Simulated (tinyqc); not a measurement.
What each parameter does: shallow donor in an anisotropic valley (effective-mass theory).

One valley: H = -c [(d2/dx2 + d2/dy2)/mt + (d2/dz2)/ml] - q/(eps r), c = hbar^2/2m0, q = e^2/(4 pi eps0). Trial function exp(-sqrt((x^2 + y^2)/a^2 + z^2/b^2)) with a > b: T = (c/3)(2/(mt a^2) + 1/(ml b^2)), V = -(q/eps) atan(u/b)/u, u = sqrt(a^2 - b^2). The central cell of the impurity is left out.

Constants: hbar^2/2m0 = 3.80998211 eV angstrom^2; e^2/(4 pi eps0) = 14.39964547 eV angstrom.

Parameters, chosen for this exercise (out of a larger set: near those of Ge; not measured data): ml = 1.598 m0 (longitudinal mass); mt = 0.082 m0 (transverse mass); eps = 15.9 (dielectric constant).

The minimum of the trial energy.

One parameter was then changed.

Results before and after:

| case | E (meV) | a (angstrom) | b (angstrom) | b/a |
|---|---|---|---|---|
| base | -9.18 | 63.75 | 22.57 | 0.354 |
| changed | -9.53 | 62.23 | 20.41 | 0.328 |

Which of these changes was made? (a) mt = 0.074 m0; (b) ml = 1.998 m0; (c) eps = 14.3.
Answer: (b) ml = 1.998 m0. Of the candidates, run in turn, only this one gives the changed row.

All candidates:

| case | E (meV) | a (angstrom) | b (angstrom) | b/a |
|---|---|---|---|---|
| base | -9.18 | 63.75 | 22.57 | 0.354 |
| ml = 1.998 m0 | -9.53 | 62.23 | 20.41 | 0.328 |
| mt = 0.074 m0 | -8.43 | 69.85 | 23.88 | 0.342 |
| eps = 14.3 | -11.35 | 57.33 | 20.30 | 0.354 |

eps only rescales the solution (E as 1/eps^2, lengths as eps), so b/a depends on ml/mt alone.

tinyqc: `OMP_NUM_THREADS=1 python tinyqc.py 1252773 1252774 out.jsonl`; about 0.01 s, one thread, shared Intel(R) Xeon(R) Processor @ 2.30GHz.
